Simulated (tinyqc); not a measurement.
# Electron-beam lithography: double-Gaussian proximity function, edge placement and dose correction for parallel lines, step by step

A worked calculation. Computed by tinyqc, a small Python program that keeps every step. Command: `OMP_NUM_THREADS=1 python tinyqc.py 3114240 3114241 out.jsonl proximity walk`. One thread of a shared host (Intel(R) Xeon(R) Processor @ 2.30GHz), about 0.01 s of CPU time with the checks. Intermediate numbers are printed to about 6 digits and carried at full precision; extremes and crossings named in words are read from the listed rows.

Lines are infinitely long. Absorbed energy is counted so that the middle of a very large area written at dose 1 receives 1; the resist develops where it exceeds 1/2.

Inputs (values chosen for the exercise, of the order of those for 100 keV electrons in resist on silicon): forward range alpha = 0.021 micrometre; backscatter range beta = 33 micrometre; backscatter ratio eta = 0.62; base dose D0 = 77 microcoulomb/cm^2; beam current = 7.9 nA; pixel size = 2 nm; width of the test line = 0.036 micrometre; pattern density around the test line = 0.33.

line widths (micrometre): [19, 13, 0.03, 0.046, 0.12]

gaps between the lines (micrometre): [0.12, 0.056, 0.11, 0.077]

Constants: e = 1.602176634e-19 C.

## Layout

The first line starts at x = 0; each next one starts after the width and the gap.

Lines (micrometre):
```
line  left edge  right edge  centre
1         0.000      19.000   9.500
2        19.120      32.120  25.620
3        32.176      32.206  32.191
4        32.316      32.362  32.339
5        32.439      32.559  32.499
```

## Interaction matrix

f(r) = [exp(-r^2/alpha^2)/alpha^2 + eta exp(-r^2/beta^2)/beta^2]/(pi (1 + eta)). A line from a to b at dose d gives E(x) = d [S(alpha) + eta S(beta)]/(1 + eta), S(s) = [erf((b - x)/s) - erf((a - x)/s)]/2. M_ij is the mean of E at the two edges of line i from line j at dose 1.

M, rows 1, 2, 3, 4, 5:
$$\begin{pmatrix}
0.420490 & 0.063708 & 0.000122 & 0.000185 & 0.000481 \\
0.094589 & 0.389500 & 0.000207 & 0.000279 & 0.000726 \\
0.077336 & 0.080816 & 0.295458 & 0.000301 & 0.000785 \\
0.076884 & 0.080649 & 0.000196 & 0.308341 & 0.000785 \\
0.076396 & 0.080492 & 0.000196 & 0.000301 & 0.309427
\end{pmatrix}$$

## Dose correction

Uncorrected edge energies are M 1. Solve M d = 1/2 for the doses d that put the mean edge energy of every line at the threshold.

edge energies at dose 1: 1 0.484986, 2 0.485301, 3 0.454697, 4 0.466856, 5 0.466812

corrected doses: 1 1.03099, 2 1.02990, 3 1.13670, 4 1.09162, 5 1.09165

largest over smallest dose = 1.10370

Line 3 needs the most and line 2 the least; a narrow isolated line much wider than alpha would need 1 + eta = 1.62.

## Printed widths

Edges are the roots of E(x) = 1/2 between a line centre and the middle of the next gap. Three cases: dose 1 everywhere; one common dose equal to the mean of d; the corrected doses.

Width error, printed less drawn (nm):
```
line  drawn width (nm)    dose 1  mean dose  corrected
1                19000  -1.81582    2.46623   1.99e-04
2                13000  -1.77875    2.50452  -5.10e-04
3                   30  -6.58935   -1.38506   7.00e-06
4                   46  -4.05100    0.27325   2.00e-06
5                  120  -4.01453    0.26574   6.00e-06
```

With the common mean dose the errors span 3.9 nm. With corrected doses the largest error is below 0.01 nm.

## Dose to size and latitude

A test line of width w << beta in surroundings of density rho, all at dose d: near its edge E(x) = d [S + eta rho]/(1 + eta), S = [erf((b - x)/alpha) - erf((a - x)/alpha)]/2 for edges a and b, the second term being the background energy. Dose to size d_s = (1 + eta)/(erf(w/alpha) + 2 eta rho), dose = d_s D0; edge slope d [1 - exp(-w^2/alpha^2)]/(sqrt(pi) alpha (1 + eta)); width change per 1 % of dose = 2 x 0.01 x (1/2)/slope.

dose to size d_s = 1.16224

dose = 89.4922 microcoulomb/cm^2

edge slope = 0.0182544 1/nm

width change per 1 % of dose = 0.547814 nm

background energy = 0.146786

The background supplies 29 % of the threshold.

## Shot noise and writing time

With dose = d_s D0: electrons per pixel N = dose x pixel area/e; relative noise 1/sqrt(N); time per cm^2 of pattern area = dose x density/current; pixel rate = current/(dose x pixel area).

electrons per pixel = 22.3426

shot noise = 21.1560 %

writing time per cm^2 = 1.03841 h

pixel rate = 2206.90 MHz

Checks made by the program: corrected edge energies (relative difference below 1e-10).
